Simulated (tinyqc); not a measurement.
Thermal stress and diffusional relaxation in a metal film: Coble and Nabarro-Herring creep, cooling and holds. Changing the grain size d. Computed by tinyqc, a small Python program. Command: `OMP_NUM_THREADS=1 python tinyqc.py 3021022 3021023 out.jsonl creep sweep`. One thread of a shared host (Intel(R) Xeon(R) Processor @ 2.30GHz), about 0.07 s of CPU time with the checks.

A thin film on a rigid substrate is stress-free at T0. Tension is positive and the film creeps linearly: d sigma/dt = -M (mismatch) dT/dt - sigma/tau.

Inputs (values chosen for the exercise, modelled on silver films on silicon):

| quantity | value | unit |
|---|---|---|
| biaxial modulus M | 129 | GPa |
| expansion mismatch | 16.8 | 1e-6/K |
| atomic volume Omega | 17 | angstrom^3 |
| lattice prefactor D0 | 4.9e-05 | m^2/s |
| lattice energy E | 1.89 | eV |
| boundary prefactor (delta D_b)0 | 5.3e-15 | m^3/s |
| boundary energy E_b | 0.94 | eV |
| stress-free temperature T0 | 250 | C |
| hold temperature T | 220 | C |
| hold time t | 0.07 | h |
| cooling rate | 100 | C/min |

Constants: k_B = 1.380649e-23 J/K; k_B = 8.617333262e-05 eV/K.

Method:
- Thermoelastic slope = M x mismatch; sigma_0 = slope x (T0 - T).
- Creep rate per stress: Nabarro-Herring 14 D Omega/(k_B T d^2), Coble (14 pi) delta D_b Omega/(k_B T d^3), with D = D0 exp(-E/(k_B T)), delta D_b = (delta D_b)0 exp(-E_b/(k_B T)); 1/tau = M x (sum of both)/2 (biaxial strain rate is half the uniaxial one).
- Temperatures in kelvin are T(C) + 273.15.
- sigma(t) = sigma_0 exp(-t/tau), relaxed part sigma_0 - sigma(t); the grain size where both mechanisms are equal is pi delta D_b/D.
- Cooling from T0 at the constant rate: d sigma/dT = -slope + sigma/(tau(T) x rate), integrated to 25 C (stiff solver, tolerance 1e-9).
- Effective stress-free temperature T_eff = 25 C + sigma/slope.

One run for each value:

| grain size d (um) | relaxation time tau (h) | stress at 25 C (MPa) | effective stress-free temperature (C) |
|---|---|---|---|
| 0.55 | 4.974e-03 | 413.4 | 215.8 |
| 1.10 | 3.979e-02 | 472.8 | 243.2 |
| 2.30 | 3.637e-01 | 485.9 | 249.2 |
| 4.80 | 3.306e+00 | 487.4 | 249.9 |
| 10.00 | 2.989e+01 | 487.6 | 250.0 |

Describe and explain the trends.

Over the rows, relaxation time tau (h) rises from 0.00497 to 29.9 (exponent d ln y / d ln x about 3.0 throughout); stress at 25 C (MPa) rises from 413 to 488 (exponent d ln y / d ln x 0.19 between the first rows and 4.8e-4 between the last). The exponent of relaxation time tau stays at 3: Coble creep. Fine grains creep fast, so the film stays relaxed to a lower temperature and keeps less stress. Left out: 0.0300, 0.0620, 0.130, 0.260 (the stress of the hold has relaxed completely).

Caution (all rows): bulk creep laws overstate relaxation in a bonded film, and dislocation glide would cap stresses above the yield stress.
